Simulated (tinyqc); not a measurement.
Elastic strain and critical thickness of a cubic alloy layer A(1-x)B(x) on a thick substrate: one step, computed by the program tinyqc.

Strain is positive in tension. The layer is coherent with the substrate unless said otherwise.

Question. Alloy by Vegard's rule, and misfit. a = (1 - x) a_A + x a_B, the same rule for each C_ij; misfit f = (a_S - a)/a, the in-plane strain of the coherent layer.

Inputs (values chosen for the exercise, for a model alloy):
```
quantity                        value      unit
fraction x of B                  0.23         -
lattice constant a_A            5.869  angstrom
lattice constant a_B            6.058  angstrom
substrate lattice constant a_S  5.864  angstrom
```

C11, C12, C44 of A (GPa): 101.7  53.71  42.55

C11, C12, C44 of B (GPa): 77.3  45.62  44.08

Give: free lattice constant a; elastic constants; misfit f.

Answer.

free lattice constant a = 5.91247 angstrom

elastic constants (GPa): C11 96.0880, C12 51.8493, C44 42.9019

misfit f = -0.008198

The layer is compressed in the plane by 0.82 %.
